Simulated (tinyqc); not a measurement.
Length of a polyene: Hueckel, PPP and singles CI along the polyenes. Computed by the program tinyqc. Hueckel uses the same beta without repulsion; CIS keeps all single excitations and so misses the low, doubly excited 2Ag state. W is the valence ionisation energy of a centre, MN the Mataga-Nishimoto formula, f the oscillator strength.

All-trans chains of carbon centres 1.40 angstrom apart:
```
parameter,value
"beta (eV), times 1 +/- alternation",-2.510000
alternation,0
W (eV),11.160000
gamma_rr (eV),10.220000
repulsion formula,Ohno
```

Gaps and excitations (eV):
```
centres,Hueckel gap,PPP orbital gap,bright singlet (CIS),f,lowest triplet (CIS)
2,5.0200,12.2697,6.5051,0.5577,3.5349
4,3.1025,9.4659,4.9766,1.0874,2.2915
6,2.2341,8.0185,4.0764,1.5638,1.6914
8,1.7434,7.1318,3.4848,1.9940,1.3562
10,1.4288,6.5343,3.0661,2.3801,1.1483
12,1.2102,6.1069,2.7555,2.7281,1.0101
```

What does the comparison show, and why?

The Hueckel gap tends to 4 x alternation x |beta| = 0.00 eV for long chains (zero without alternation, falling as 1/N). Exchange opens the PPP orbital gap, and the attraction of electron and hole brings the bright state 3.35 eV below it at 12 centres; the triplet lies 1.75 eV lower still.
